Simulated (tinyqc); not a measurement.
Gaussian against the exact two-step profile: two-step dopant diffusion (predeposition and drive-in) with a constant diffusivity. Computed by tinyqc, a small Python program. Command: `OMP_NUM_THREADS=1 python tinyqc.py 3021155 3021156 out.jsonl dopdiff walk`. One thread of a shared host (Intel(R) Xeon(R) Processor @ 2.30GHz), about 0.05 s of CPU time with the checks.

Fick diffusion into a half space x > 0 whose background doping C_B is of the opposite type, so that a junction lies where C = C_B.

Inputs (values chosen for the exercise, modelled on phosphorus in silicon):
```
quantity                        value    unit
prefactor D0                     4.76  cm^2/s
activation energy E              3.69      eV
surface concentration C_s       5e+19  1/cm^3
background doping C_B         6.1e+15  1/cm^3
predeposition temperature T1      975       C
predeposition time t1              20     min
drive-in temperature T2          1000       C
drive-in time t2                   30     min
ramp rate                           2   C/min
stand-by temperature              700       C
```

Furnace ramps of the drive-in: linear ramps.

Constants: k_B = 8.617333262e-05 eV/K.

Method:
- D = D0 exp(-E/(k_B T)).
- Temperatures in kelvin are T(C) + 273.15.
- Times in seconds are 60 times the minutes.
- One ramp between the stand-by temperature and T2 adds int D dT / rate (40-point Gauss-Legendre); the usual estimate counts it as an extra time k_B T2^2/(E rate) at T2. (Dt)2 = D2 t2 + two ramps, times in seconds.
- C = C_s erfc(x/(2 sqrt(D1 t1))); dose Q = 2 C_s sqrt(D1 t1/pi); the junction solves erfc(z) = C_B/C_s with x_j = 2 z sqrt(D1 t1).
- With a sealed surface and a thin source, C = Q/sqrt(pi (Dt)2) exp(-x^2/(4 (Dt)2)); x_j = 2 sqrt((Dt)2 ln(C(0)/C_B)); gradient at the junction |dC/dx| = C_B x_j/(2 (Dt)2).
- Exact two-step profile: C = (2 C_s/pi) int_0^alpha exp(-beta (1 + u^2))/(1 + u^2) du with alpha = sqrt(D1 t1/(Dt)2), beta = x^2/(4 (D1 t1 + (Dt)2)).
- The integral takes 48 Gauss-Legendre points; solve C(x) = C_B.
- Gaussian: C = Q/sqrt(pi (Dt)2) exp(-x^2/(4 (Dt)2)).
- Depths are fractions of the Gaussian x_j.

surface concentration C(0) (Gaussian) = 1.25322e+19 1/cm^3

junction depth x_j = 0.376451 um

drive-in budget (Dt)2 = 4.64471e-11 cm^2

product D1 t1 = 7.19966e-12 cm^2

exact junction depth = 0.394932 um

Profiles:
```
x/x_j   x (um)  Gaussian (1/cm^3)  exact (1/cm^3)   ratio
0.0    0.00000         1.2532e+19      1.1939e+19  1.0497
0.2    0.07529         9.2367e+18      9.0484e+18  1.0208
0.4    0.15058         3.6982e+18      3.9424e+18  0.9381
0.6    0.22587         8.0437e+17      9.8996e+17  0.8125
0.8    0.30116         9.5039e+16      1.4382e+17  0.6608
1.0    0.37645         6.1000e+15      1.2149e+16  0.5021
1.2    0.45174         2.1269e+14      5.9979e+14  0.3546
```

What follows from these numbers?

With D1 t1/(Dt)2 = 0.16, the Gaussian is 5.0 % high at the surface and 50 % low at its own junction; the exact junction lies at 0.3949 um, 4.9 % deeper. The dose is the same, but the real source already has a width, which carries into the tail. Caution: the drive-in budget is under fifteen times D1 t1, so the source is not thin and the Gaussian junction is too shallow. Caution: the surface value exceeds the intrinsic carrier density during the drive-in as well. Caution: C_s exceeds the intrinsic carrier density of silicon at the predeposition temperature (2e18 to 1e19 per cm^3), where real diffusivities rise with concentration and profiles turn box-like.
